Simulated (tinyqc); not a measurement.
IGBT as a p-i-n diode in series with a MOS channel, on-state and switching loss: one step of the calculation.

High injection (n = p) in a drift layer from x = -W/2 (anode) to +W/2 (cathode side), recombination only in the layer with lifetime tau, ideal emitters. The channel feeds the cathode side and carries the whole current. Auger recombination, carrier-carrier scattering, emitter losses and the carrier dip under the p body are left out.

Question. Stored charge, losses and the unipolar alternative. Stored charge tau J, turn-off energy Eoff = ks tau J Vdc, loss at half duty 0.5 J Von + f Eoff. A unipolar device on the same layer has Vu = J (W/(q mn Nd) + Rch).

Inputs (values chosen for the exercise); material values close to those of silicon: electron mobility mn = 997 cm^2/(V s); width of the drift layer W = 200 um; doping of the drift layer Nd = 3.5e13 cm^-3; high-injection lifetime tau = 1.6 us; current density J = 50 A/cm^2; channel and accumulation resistance Rch = 0.63 mohm cm^2; link voltage Vdc = 1200 V; turn-off energy per stored charge and link voltage ks = 0.05; switching frequency f = 5 kHz.

Constants: q = 1.602176634e-19 C. Results are converted to the units shown.

Von = 1.0128296 V

Wanted: stored charge; Eoff; conduction loss; switching loss; Vu.

Answer.

stored charge = 80.000 uC/cm^2
Eoff = 4.8000 mJ/cm^2
conduction loss = 25.321 W/cm^2
switching loss = 24.000 W/cm^2
Vu = 178.90 V

Both losses would be equal at f = 5.28 kHz.

tinyqc, about 0.01 s, one thread, Intel Xeon 2.30GHz (shared host): `OMP_NUM_THREADS=1 python tinyqc.py 2590132 2590133 out.jsonl`
